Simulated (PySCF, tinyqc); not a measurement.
Worked calculation: CID on RHF in the sto-3g basis, for H4, spin multiplicity 1. The lowest restricted solution is unstable here: a spin-polarised one lies 0.0113 hartree lower (PySCF). One step of it, computed by the program tinyqc.

Problem. CID: roots. Diagonalise (each vector has its largest component positive (the first on a tie)); all determinants have Ms = 0, so triplets appear too. The lowest singlet root is the correlation energy.

Occupation strings over the orbitals (2 doubly, a alpha, b beta, 0 empty; spin orbitals ordered 1a 1b 2a 2b ...): 2200 aabb 2020 abab 2002 abba baab 0220 baba 0202 bbaa

H - E(HF) between determinants (hartree):
```
,2200,aabb,2020,abab,2002,abba,baab,0220,baba,0202,bbaa
2200,0.000000,-0.018238,0.099244,-0.097255,0.121612,0.115493,0.115493,0.110820,-0.097255,0.095318,-0.018238
aabb,-0.018238,0.736998,0.097255,-0.099244,-0.115493,-0.121612,-0.110820,-0.115493,-0.095318,0.097255,0.000000
2020,0.099244,0.097255,0.705111,0.084997,0.197718,-0.182252,-0.182252,0.179576,0.084997,0.000000,0.097255
abab,-0.097255,-0.099244,0.084997,0.881860,0.182252,-0.197718,-0.179576,0.182252,0.000000,0.084997,-0.095318
2002,0.121612,-0.115493,0.197718,0.182252,0.916531,-0.066759,-0.066759,0.000000,0.182252,0.179576,-0.115493
abba,0.115493,-0.121612,-0.182252,-0.197718,-0.066759,0.919730,0.000000,-0.066759,-0.179576,-0.182252,-0.110820
baab,0.115493,-0.110820,-0.182252,-0.179576,-0.066759,0.000000,0.919730,-0.066759,-0.197718,-0.182252,-0.121612
0220,0.110820,-0.115493,0.179576,0.182252,0.000000,-0.066759,-0.066759,0.923832,0.182252,0.197718,-0.115493
baba,-0.097255,-0.095318,0.084997,0.000000,0.182252,-0.179576,-0.197718,0.182252,0.881860,0.084997,-0.099244
0202,0.095318,0.097255,0.000000,0.084997,0.179576,-0.182252,-0.182252,0.197718,0.084997,1.067377,0.097255
bbaa,-0.018238,0.000000,0.097255,-0.095318,-0.115493,-0.110820,-0.121612,-0.115493,-0.099244,0.097255,0.736998
```

Give: lowest roots of this matrix, relative to E(HF); lowest vectors; <S^2> of these roots; weight of the ground state by excitation level 0, 1, 2, ....

Solution.

lowest roots of this matrix, relative to E(HF) (hartree): -0.106  0.291  0.310  0.736  0.779  0.875  0.918  0.927

lowest vectors:
```
,root 1,root 2,root 3,root 4
2200,0.943,0.021,0.000,0.000
aabb,0.008,-0.275,0.408,0.705
2020,-0.140,0.575,0.000,0.000
abab,0.112,0.134,0.408,0.024
2002,-0.122,-0.423,0.000,0.000
abba,-0.120,0.142,0.408,0.044
baab,-0.120,0.142,0.408,-0.044
0220,-0.113,-0.410,0.000,0.000
baba,0.112,0.134,0.408,-0.024
0202,-0.094,0.306,0.000,0.000
bbaa,0.008,-0.275,0.408,-0.705
```

<S^2> of these roots: 0.000  0.000  6.000  2.000  0.000  2.000  0.000  2.000

weight of the ground state by excitation level 0, 1, 2, ...: 0.890  0.000  0.110

The reference has a weight of only 0.89: one determinant is a poor start here.
